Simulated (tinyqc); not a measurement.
## CMOS inverter, nodal equation and switching: effect of the n-channel threshold

An n-channel pull-down (bn, VTn) and a p-channel pull-up (bp, VTp) share the input Vin and the output node Vout, which carries the load C. Transistor (EKV form, voltages against the body): I = 2 n b Vt^2 [F(vp - Vs) - F(vp - Vd)] from drain to source, F(v) = ln^2(1 + exp(v/(2 Vt))), vp = (Vg - VT + sg |Vd - Vs|)/n. n-channel bodies are at 0; for the p-channel device all voltages are counted down from Vdd. b in uA/V^2 gives I in uA. Static: In = Ip. Transient: C dVout/dt = Ip - In. No velocity saturation, no gate capacitance beyond C.

VM solves In = Ip with Vin = Vout; VIL and VIH are the inputs of gain -1, NML = VIL - Vout(VIH), NMH = Vout(VIL) - VIH. For a step input the delay to Vdd/2 is tHL = C times the integral of dV/(In - Ip) from Vdd/2 to Vdd at Vin = Vdd, and tLH likewise with Ip - In from 0 to Vdd/2 at Vin = 0.

Values chosen for this exercise: temperature T = 293 K; supply voltage Vdd = 0.5 V; slope factor n = 1.16; drain-induced barrier lowering sg = 0.082; p-channel threshold (magnitude) VTp = 0.29 V; gain factor of the pull-down transistor bn = 530 uA/V^2; gain factor of the pull-up transistor bp = 1100 uA/V^2; load capacitance C = 2.2 fF.

Constants: q = 1.602176634e-19 C, kB = 1.380649e-23 J/K, Vt = kB T/q. Results are converted to the units shown.

Result of one run:
```
VTn (V)  VM (V)  gain at VM  NML (V)  NMH (V)  tHL (ps)  tLH (ps)
0.35     0.2895      -12.16   0.2418   0.1565     71.81     19.91
```

What becomes of these results when the n-channel threshold VTn is changed from 0.35 to 0.3 V, all else the same?

Result of the changed run:
```
VTn (V)  VM (V)  gain at VM  NML (V)  NMH (V)  tHL (ps)  tLH (ps)
0.3      0.2672      -12.17   0.2155   0.1782     44.89     19.91
```

The whole series:
```
VTn (V)  VM (V)  gain at VM  NML (V)  NMH (V)  tHL (ps)  tLH (ps)
0.15     0.2024      -11.97   0.1339   0.2359     16.81     19.91
0.2      0.2236      -12.13   0.1615   0.2182     22.11     19.91
0.25     0.2452      -12.17   0.1887   0.1989     30.54     19.91
0.3      0.2672      -12.17   0.2155   0.1782     44.89     19.91
0.35     0.2895      -12.16   0.2418   0.1565     71.81     19.91
0.4      0.3120      -12.13   0.2678   0.1337     129.4     19.91
0.45     0.3347      -12.04   0.2935   0.1103     274.8     19.91
0.5      0.3574      -11.85   0.3190  0.08641     723.6     19.91
```

As VTn goes from 0.15 to 0.5 V, VM rises from 0.202 to 0.357 V, the size of the gain goes from 12.0 through a maximum of 12.2 (at VTn = 0.3 V among the rows listed) to 11.9, tHL rises from 16.8 to 724 ps and tLH stays near 19.9 ps. The smaller margin is largest, 0.189 V, at VTn = 0.25 V among the rows.

Program tinyqc, `OMP_NUM_THREADS=1 python tinyqc.py 2340055 2340056 out.jsonl`; Intel Xeon 2.30GHz, shared host, one thread, about 0.04 s.
